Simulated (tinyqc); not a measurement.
Changing the energy inside the band E: Koster-Slater impurity in a tight-binding band, by Green functions and by supercells. Computed by tinyqc, a small Python program. Command: `OMP_NUM_THREADS=1 python tinyqc.py 3014768 3014769 out.jsonl kosterslater sweep`. One thread of a shared host (Intel(R) Xeon(R) Processor @ 2.30GHz), about 0.05 s of CPU time with the checks.

One orbital per site, e(k) = -2 t sum cos(k_i) over 3 direction(s), band from -6 t to 6 t, lattice constant 1. One site has the extra energy U. Spin is left out.

Inputs (values chosen for the exercise, for a model band):
```
quantity,value,unit
hopping t,1.9,eV
impurity potential U,9.96,eV
broadening eta,0.15,eV
impurity concentration c,0.0003,per site
```

Lattice: simple cubic.

Constants: hbar = 6.582119569e-16 eV s.

Method. Inside the band G0(z), z = E + i eta, comes from the chain form 1/(sqrt(y - 2t) sqrt(y + 2t)) (principal roots) at y = z + 2 t cos k + 2 t cos k', averaged over k and k' in (0, pi) with 200 Gauss-Legendre points each. T = U/(1 - U G0); phase shift delta = -arg(1 - U G0) in (-pi, pi]; host density of states -Im G0/pi; on the impurity -Im[G0/(1 - U G0)]/pi; lifetime of a band state hbar/(-2 c Im T).

One run for each value:
```
energy inside the band E (eV),host density of states (1/eV),density of states on the impurity (1/eV),phase shift delta (rad),scattering lifetime (fs)
-10.80,0.008018,0.001482,-0.1081,2375.5
-8.42,0.021104,0.003374,-0.2672,1043.2
-6.02,0.036363,0.004777,-0.4251,736.9
-3.61,0.071634,0.007016,-0.7774,501.7
-1.20,0.073889,0.010457,-1.0547,336.6
1.20,0.073889,0.012698,-1.2815,277.2
3.61,0.071634,0.014043,-1.6939,250.7
8.42,0.021104,0.034830,-2.1287,101.1
10.80,0.008018,0.049911,-2.4652,70.5
```

Give the missing row, energy inside the band E (eV) = 6.02.

Computed row; columns: (1) energy inside the band E (eV); (2) host density of states (1/eV); (3) density of states on the impurity (1/eV); (4) phase shift delta (rad); (5) scattering lifetime (fs):
```
(1)        (2)       (3)      (4)    (5)
6.02  0.036363  0.023336  -1.9947  150.8
```

Interpolating between the two neighbouring rows (linearly) misses most in host density of states (1/eV), by 27 %. Over the rows, host density of states (1/eV) goes from 0.00802 through a maximum among these rows, 0.0739 at -1.20, to 0.00802; density of states on the impurity (1/eV) rises from 0.00148 to 0.0499; phase shift delta (rad) falls from -0.108 to -2.47.

Extremes, crossings and ranges named in words are read from the listed rows.
